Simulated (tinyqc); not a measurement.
How the errors depend on the field: Haynes-Shockley experiment: drift, diffusion and decay of a minority-carrier pulse. Computed by tinyqc, a small Python program. Command: `OMP_NUM_THREADS=1 python tinyqc.py 3110271 3110272 out.jsonl haynes walk`. One thread of a shared host (Intel(R) Xeon(R) Processor @ 2.30GHz), about 0.01 s of CPU time with the checks.

A thin sheet of excess carriers is made at x = 0, t = 0 in a long uniform bar; injection is low, so the pulse moves with the minority mobility.

Inputs (values chosen for the exercise, modelled on holes in n-type silicon in a lightly doped bar):
```
quantity                       value         unit
minority mobility mu             433   cm^2/(V s)
lifetime tau                      39  microsecond
temperature T                    300            K
field F                           21         V/cm
distance d to the collector     0.23           cm
injected sheet density N0    1.4e+10       1/cm^2
```

Constants: k_B = 8.617333262e-05 eV/K.

Method:
- D = mu k_B T/e, v = mu F.
- Transit time d/v, diffusion length sqrt(D tau), drift length v tau, Peclet number v d/D = e F d/(k_B T).
- dn(x, t) = N0/sqrt(4 pi D t) exp(-(x - v t)^2/(4 D t) - t/tau).
- At fixed x the signal peaks where d ln(dn)/dt = 0: a t^2 + t/2 - x^2/(4 D) = 0 with a = v^2/(4 D) + 1/tau.
- The full width at half maximum is found by solving dn(x, t) = peak/2 on both sides of the peak.
- With w that width: mu = d/(F t_p); D = (w d)^2/(16 ln2 t_p^3). The field is scaled by the factors listed.

D = 11.1939 cm^2/s

Errors of the simple reading:
```
factor  F (V/cm)   v d/D  v^2 tau/(4 D)  error of mu (%)  error of D (%)
0.5         10.5    93.4           18.0           3.8156          1.7818
0.7         14.7   130.8           35.3           2.1745          1.2859
1.0         21.0   186.8           72.0           1.2285          0.9046
1.5         31.5   280.2          162.0           0.6656          0.6044
2.5         52.5   467.1          450.1           0.3253          0.3628
4.0         84.0   747.3         1152.3           0.1773          0.2268
7.0        147.0  1307.8         3528.8           0.0907          0.1295
```

What follows from these numbers?

The error of mu falls from 3.82 to 0.0907 %. For large v d/D it is about D/(v d) + 2 D/(v^2 tau), here 0.0906 % in the last row: one part from spreading, one from recombination.

Extremes, crossings and ranges named in words are read from the listed rows.
